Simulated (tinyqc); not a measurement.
Carrier lifetime from Shockley-Read-Hall, radiative, Auger and surface recombination: one step, computed by the program tinyqc.

Energies are counted from the top of the valence band. Boltzmann statistics, full ionisation, and equal excess densities of electrons and holes.

Task: Capture times and SRH densities. v = sqrt(3 k_B T/m) with m_e or m_h; tau_n0 = 1/(sigma_n v_n N_t), tau_p0 = 1/(sigma_p v_p N_t); n1 = N_c exp(-(E_g - E_t)/k_B T), p1 = N_v exp(-E_t/k_B T).

Inputs (values chosen for the exercise, with bands modelled on 4H-SiC):
```
quantity                          value   unit
gap E_g                             3.2     eV
electron mass m_e                 0.383    m_0
hole mass m_h                      1.96    m_0
temperature T                       300      K
trap level E_t                     1.54     eV
trap density N_t                2.9e+13  cm^-3
electron cross-section sigma_n  1.3e-16   cm^2
hole cross-section sigma_p      3.9e-15   cm^2
```

Doping: n-type. Surface term: two equal surfaces.

N_c = 1.784397e+19 cm^-3

N_v = 6.885827e+19 cm^-3

Constants: k_B = 1.380649e-23 J/K; m_0 = 9.1093837015e-31 kg; k_B = 8.617333262e-05 eV/K.

Give: v_n; v_p; tau_n0; tau_p0; n1; p1.

Result:

v_n = 1.8872e+07 cm/s

v_p = 8.3424e+06 cm/s

tau_n0 = 1.4055e-05 s

tau_p0 = 1.0599e-06 s

n1 = 2.3159e-09 cm^-3

p1 = 9.2703e-07 cm^-3
